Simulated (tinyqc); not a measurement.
# Film thickness from the threshold shift

Inverse problem. Undoped body with a flat potential across it, hard walls, transport along x. Three valley pairs (g = 2 each) with the longitudinal mass along x, y or z. Non-parabolicity enters the subband edges through E (1 + al E) = gamma, so E = 2 gamma/(1 + sqrt(1 + 4 al gamma)); motion within a subband is taken as parabolic with the band-edge mass. Energies are counted from the bulk band edge. gamma = C (pi k/(t + dl))^2/mz, C = hbar^2/(2 m0). Each subband has N_k = g sqrt(mx my) m0 kB T/(pi hbar^2); without degeneracy n = exp(EF/Vt) sum N_k exp(-E_k/Vt). Classical value Nc times t, Nc = sum over valleys of 2 g (m m0 kB T/(2 pi hbar^2))^1.5 with m = (mx my mz)^(1/3). Threshold shift dVT = Vt ln(classical value/sum N_k exp(-E_k/Vt)). Find t and the lowest subband edge.

Inputs (values chosen for the exercise); masses close to those of silicon:
```
symbol  value  unit                                                meaning
T         300     K                                            temperature
ml      0.921    m0                                      longitudinal mass
mt      0.189    m0                                        transverse mass
al          0  1/eV                                       non-parabolicity
dl          0    nm  widening of the box by penetration into the insulator
```

Constants: q = 1.602176634e-19 C, kB = 1.380649e-23 J/K, hbar = 1.054571817e-34 J s, m0 = 9.1093837015e-31 kg, Vt = kB T/q, hbar^2/(2 m0) = 0.0380998212 eV nm^2. Results are converted to the units shown.

dVT = 47.381989 mV

Answer. dVT is evaluated for trial values of t with all subbands; between 1.5 and 25 nm one value matches.

t = 4.000 nm
E_1 = 25.52 meV

Numbers from tinyqc (`OMP_NUM_THREADS=1 python tinyqc.py 2350146 2350147 out.jsonl`; about 0.1 s on one thread of a shared Intel Xeon 2.30GHz).
